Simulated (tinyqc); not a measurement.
Kinetics of strain relaxation and threading dislocations in mismatched semiconductor layers: one step, computed by the program tinyqc.

60-degree dislocations on {111} planes of a (001) layer, isotropic elasticity. The Schmid factor is 1/sqrt(6), and a misfit segment relieves strain with b/2.

Task: Thick uniform layer and trapping in a trench. A separate case, a thick relaxed layer. Pair reactions during growth: d rho/dh = -K rho^2 with K = 2 r_A tan(psi) and threads inclined by psi = 45 degrees (the <110> lines of {111} planes), so rho = 1/(K H) for a layer that starts with far more threads than that, as highly mismatched layers do. In a trench along [110] a thread on {111} rises at 54.74 degrees across the width, and leaves through the wall below the height w tan(54.74 degrees) = sqrt(2) w; the share of threads, evenly spread over the floor, that reach the top is max(0, 1 - a/sqrt 2) for the aspect ratio a.

Inputs (values chosen for the exercise, modelled on Ge on Si): reaction radius r_A = 78 nm; final thickness of a thick uniform layer H = 0.47 micrometre; aspect ratio of a trench = 1.4.

Give: thread density at H; share that reaches the top.

Result:

thread density at H = 1.3639e+09 1/cm^2

share that reaches the top = 0.010051

The trench is too shallow to trap all. Thickness alone needs 640 micrometre for 1e6 /cm^2.
